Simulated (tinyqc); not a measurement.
From results back to parameters: mean-field antiferromagnet of the Hubbard model on the square lattice. Five cases, with inputs chosen for the exercise.

Problem. In the insulating state f(E-) = 1 and f(E+) = 0, so the gap equation is 1 = (U/2) mean 1/sqrt(e-^2 + Delta^2). Delta is given and U is hidden.

e(k) = -2 t (cx + cy) - 4 t2 cx cy, ci = cos ki; one electron a site; Q = (pi, pi). <n_up - n_dn> = m cos(Q.R) gives Delta = U m/2 and bands E = e+ -/+ sqrt(e-^2 + Delta^2), e+- = (e(k) +- e(k + Q))/2 (the constant U/2 is dropped). Means run over the mesh k_i = 2 pi (j + 1/2)/N of the whole zone: mu from mean(f(E-) + f(E+)) = 1; m(out) = mean of Delta (f(E-) - f(E+))/sqrt(e-^2 + Delta^2); free energy per site F = -kT mean[ln(1 + exp(-(E- - mu)/kT)) + ln(1 + exp(-(E+ - mu)/kT))] + mu + U m^2/4. Order at T > 0 in two dimensions is an artefact of mean field.

Find: mean 1/sqrt(e-^2 + Delta^2); U; m.

Method. Form the weighted mean over the classes; U = 2/mean and m = 2 Delta/U.

Case 1.

Classes of points:

| \|e-\| (eV) | e+ (eV) | points |
|---|---|---|
| 0.0000 | 0.0000 | 12 |
| 1.5415 | 0.0000 | 16 |
| 3.0831 | 0.0000 | 8 |

Delta = 4.48214 eV

Solution.

mean 1/sqrt(e-^2 + Delta^2) = 0.209 1/eV
U = 9.57 eV
m = 0.937

Case 2.

Classes of points:

| \|e-\| (eV) | e+ (eV) | points |
|---|---|---|
| 0.0000 | 0.0000 | 16 |
| 0.9417 | 0.0000 | 16 |
| 1.3317 | 0.0000 | 8 |
| 2.2734 | 0.0000 | 16 |
| 3.2151 | 0.0000 | 8 |

Delta = 1.81817 eV

Solution.

mean 1/sqrt(e-^2 + Delta^2) = 0.435 1/eV
U = 4.60 eV
m = 0.791

Case 3.

Classes of points:

| \|e-\| (eV) | e+ (eV) | points |
|---|---|---|
| 0.0000 | 0.0000 | 8 |
| 1.1031 | 0.0000 | 8 |

Delta = 0.75503 eV

Solution.

mean 1/sqrt(e-^2 + Delta^2) = 1.036 1/eV
U = 1.93 eV
m = 0.782

Case 4.

Classes of points:

| \|e-\| (eV) | e+ (eV) | points |
|---|---|---|
| 0.0000 | 0.0000 | 8 |
| 1.5274 | 0.0000 | 8 |

Delta = 2.44401 eV

Solution.

mean 1/sqrt(e-^2 + Delta^2) = 0.378 1/eV
U = 5.29 eV
m = 0.924

Case 5.

Classes of points:

| \|e-\| (eV) | e+ (eV) | points |
|---|---|---|
| 0.0000 | 0.0000 | 16 |
| 0.9742 | 0.0000 | 16 |
| 1.3777 | 0.0000 | 8 |
| 2.3518 | 0.0000 | 16 |
| 3.3260 | 0.0000 | 8 |

Delta = 4.41260 eV

Solution.

mean 1/sqrt(e-^2 + Delta^2) = 0.212 1/eV
U = 9.45 eV
m = 0.934

Computed by tinyqc, one run a case: `OMP_NUM_THREADS=1 python tinyqc.py N N+1 out.jsonl` with N = 1681640, 1682016, 1682089, 1682162, 1682245; one thread of a shared Intel(R) Xeon(R) Processor @ 2.30GHz, about 0.2 s a run at most.
